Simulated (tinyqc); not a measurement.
# Worked calculation: circular transfer-length structure

Computed by the program tinyqc: `OMP_NUM_THREADS=1 python tinyqc.py 2760095 2760096 out.jsonl`, one thread of a shared Intel Xeon 2.30GHz, about 0.01 s for the whole run. Printed values are rounded.

A disc contact of radius r0 and a very wide ring contact from r1 = r0 + sp outwards lie on a thin layer; the metal has no resistance and the sheet resistance under the contacts equals Rsh.

Values chosen for this exercise: sheet resistance of the semiconductor layer Rsh = 1900 ohm/sq; specific contact resistivity rc = 6.1e-7 ohm cm^2; radius of the inner contact r0 = 5.2 um; gap between the contacts sp = 5.1 um.

## The three parts of the resistance

Transfer length Lt = sqrt(rc/Rsh). R = (Rsh/2 pi) [(Lt/r0) I0(r0/Lt)/I1(r0/Lt) + ln(r1/r0) + (Lt/r1) K0(r1/Lt)/K1(r1/Lt)] with modified Bessel functions; for r0 >> Lt both ratios tend to 1.

Lt = 0.179179 um
I0/I1 = 1.01769
K0/K1 = 0.991414
inner contact = 10.6041 ohm
gap = 206.682 ohm
outer contact = 5.21530 ohm
R = 222.502 ohm

The contacts make up 7.11 % of R.

## The large-radius form

Transfer length Lt = sqrt(rc/Rsh). R = (Rsh/2 pi) [(Lt/r0) I0(r0/Lt)/I1(r0/Lt) + ln(r1/r0) + (Lt/r1) K0(r1/Lt)/K1(r1/Lt)] with modified Bessel functions; for r0 >> Lt both ratios tend to 1. Large radius: R = (Rsh/2 pi) [Lt (1/r0 + 1/r1) + ln(r1/r0)], and linearised for sp << r0: Rsh (sp + 2 Lt)/(2 pi r0).

large-radius R = 222.362 ohm
linearised R = 317.419 ohm

Against the Bessel form the first is 0.063 % below it and the second 43 % above it.
